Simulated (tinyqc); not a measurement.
What the corrections do to the levels: formation energy of a charged point defect from supercell energies. Computed by tinyqc, a small Python program. Command: `OMP_NUM_THREADS=1 python tinyqc.py 3025253 3025254 out.jsonl formation walk`. One thread of a shared host (Intel(R) Xeon(R) Processor @ 2.30GHz), about 0.01 s of CPU time with the checks.

The host is a compound AB. Making the defect adds n_A = -1, n_B = 0 atoms to the cell. All total energies are inputs. E_F is counted from the valence-band maximum (VBM); x = 0 is A-rich and x = 1 B-rich growth.

Inputs (values chosen for the exercise, with gap and screening modelled on CdTe):

| quantity | value | unit |
|---|---|---|
| E_VBM of the host cell | 5.172 | eV |
| potential alignment dV | 0.14 | eV |
| dielectric constant eps | 10.4 | - |
| cell length L | 12.2 | angstrom |
| mu_A of the pure element | -2.5 | eV |
| formation enthalpy dH of AB | -0.751 | eV |
| growth condition x | 0.94 | - |

Defect: vacancy of A. Supercell lattice: bcc.

charge states q: 1  0  -1

E(defect, q) - E(host), in the order of q (eV): -2.194  4.217  10.442

Constants: e^2/(4 pi eps_0) = 14.39964548 eV angstrom.

Method:
- dmu_A = x dH and dmu_B = (1 - x) dH, so that dmu_A + dmu_B = dH; mu = mu(element) + dmu.
- The reservoir term is sum n_i mu_i.
- Image-charge correction of a point charge in a neutralising background: E_corr = q^2 alpha e^2/(4 pi eps_0) / (2 eps L), alpha = 2.888462 for a bcc array with L the cube root of the volume.
- E_f(q, E_F) = [E(defect, q) - E(host)] - sum n_i mu_i + q (E_VBM + dV + E_F) + E_corr(q).
- Levels eps(q/q-1) with the terms q dV and E_corr left out or kept.

E_f(q, 0) (eV): (q=+1) 0.07597, (q=0) 1.01106, (q=-1) 2.08797

E_corr (eV): (q=+1) 0.163906, (q=0) 0.000000, (q=-1) 0.163906

Levels above the VBM (eV):

| level | raw | with alignment | with image charge | with both |
|---|---|---|---|---|
| (+1/0) | 1.239 | 1.099 | 1.0751 | 0.9351 |
| (0/-1) | 1.053 | 0.913 | 1.2169 | 1.0769 |

Alignment moves every level by -dV = -0.140 eV. The image term moves eps(q/q-1) by (1 - 2q) E_corr(1): (+1/0) by -0.164, (0/-1) by +0.164 eV, donor levels down and acceptor levels up. It adds 2 E_corr(1) = 0.328 eV to every U, which turns an apparent negative U of the raw energies into a positive one.

Extremes, crossings and ranges named in words are read from the listed rows.
